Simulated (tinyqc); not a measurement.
Rapid thermal processing of a wafer: radiative balance, ramp and cooling, pattern effects, pyrometer error and spike budget: one step, computed by the program tinyqc.

The wafer is opaque and uniform through its thickness unless said otherwise; temperatures in formulas are in kelvin (C + 273.15). sigma = 5.670374419e-12 W/(cm^2 K^4).

Task: Pattern effect. At steady state a sinusoidal change of absorbed power of relative amplitude a and period p gives the temperature amplitude a q/(dq/dT + k d (2 pi/p)^2); healing length l = sqrt(k d/(dq/dT)); process change = E_a dT/(k_B T^2). Emissivity is taken as unchanged.

Inputs (values chosen for the exercise, modelled on a hot silicon wafer):
```
quantity                                        value        unit
wafer thickness d                                 625  micrometre
thermal conductivity k                           0.21    W/(cm K)
wall temperature T_w                              350           K
process temperature                               899           C
relative change of absorptivity over a pattern    3.3           %
period of the pattern                            0.52          mm
activation energy of the process E_a             3.46          eV
```

dq/dT = 31.02691 mW/(cm^2 K)

holding power q = 9.540584 W/cm^2

Constants: k_B = 8.617333262e-05 eV/K.

Give: healing length l; amplitude without lateral conduction; amplitude; change of the process rate.

Result:

healing length l = 6.504 mm

amplitude without lateral conduction = 10.15 K

amplitude = 0.001643 K

change of the process rate = 0.004801 %

Lateral conduction cuts the amplitude to 0.016 %, since p/(2 pi l) = 0.013.
